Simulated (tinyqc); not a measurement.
What each input does: propagation of a band-gap error through k.p and effective-mass formulas.

Chain, for a gap E (the reference Eg or another value), with Ep and Dso kept: 1/me = 1 + Ep (E + 2 Dso/3)/(E (E + Dso)); g* = 2 - 2 Ep Dso/(3 E (E + Dso)); g1(E) = g1 + (Ep/3)(1/E - 1/Eg), g2(E) = g2 + (Ep/6)(1/E - 1/Eg), light hole 1/(g1 + 2 g2), heavy hole 1/(g1 - 2 g2) along [100]; optical constant ei(E) = 1 + (ei - 1)(EP/(EP + E - Eg))^2, static e0(E) = ei(E) + e0 - ei.

Donor: R = Ry me/e0^2, a_B = a0 e0/me, Mott density (0.26/a_B)^3. Nc, Nv = 2 (m kT/(4 pi c))^(3/2), c = hbar^2/2m0, ni = sqrt(Nc Nv) exp(-E/2kT). Exciton: Ry mu/e0^2 with 1/mu = 1/me + g1(E). 1 angstrom^-3 = 1e24 cm^-3.

Constants: Ry = 13.60569312 eV; a0 (Bohr radius) = 0.5291772105 angstrom; kB = 8.617333262e-05 eV/K; hbar^2/2m0 = 3.80998211 eV angstrom^2.

Parameters, chosen for this exercise (reference values near those of InSb, gap at low temperature; the results hold for these values, not for the real material): Eg = 0.231 eV (gap at Gamma to the s-like level); Dso = 0.822 eV (spin-orbit splitting); Ep = 23.5 eV (Kane energy); g1 = 34.63 (Luttinger gamma1); g2 = 15.53 (gamma2); e0 = 16.56 (static dielectric constant); ei = 15.53 (optical dielectric constant); EP = 3.55 eV (mean (Penn) gap); mh = 0.44 m0 (density-of-states mass of the holes); T = 77 K (temperature); Eg2 = 0.102 eV (a wrong gap).

All at E = Eg2.

One parameter was then changed.

Results before and after:
```
case,me (m0),light hole (m0),e0,donor (meV),exciton (meV),log10 ni
base,0.0061,0.0066,17.68,0.267,0.181,13.249
changed,0.0057,0.0061,17.75,0.245,0.166,13.485
```

Which of these changes was made? (a) ei = 16.772; (b) Dso = 0.756 eV; (c) Eg2 = 0.094 eV; (d) EP = 3.266 eV; (e) g1 = 37.4; (f) mh = 0.405 m0; (g) T = 70.84 K; (h) Ep = 21.62 eV.

Answer: (c) Eg2 = 0.094 eV. Of the candidates, run in turn, only this one gives the changed row.

All candidates:
```
case,me (m0),light hole (m0),e0,donor (meV),exciton (meV),log10 ni
base,0.0061,0.0066,17.68,0.267,0.181,13.249
Eg2 = 0.094 eV,0.0057,0.0061,17.75,0.245,0.166,13.485
Dso = 0.756 eV,0.0061,0.0066,17.68,0.266,0.181,13.248
Ep = 21.62 eV,0.0067,0.0069,17.68,0.290,0.194,13.276
g1 = 37.4,0.0061,0.0065,17.68,0.267,0.179,13.249
EP = 3.266 eV,0.0061,0.0066,17.78,0.264,0.179,13.249
ei = 16.772,0.0061,0.0066,17.77,0.264,0.179,13.249
mh = 0.405 m0,0.0061,0.0066,17.68,0.267,0.181,13.222
T = 70.84 K,0.0061,0.0066,17.68,0.267,0.181,12.904
```

Program tinyqc; command `OMP_NUM_THREADS=1 python tinyqc.py 1880969 1880970 out.jsonl`; about 0.01 s on one thread of a shared Intel(R) Xeon(R) Processor @ 2.30GHz.
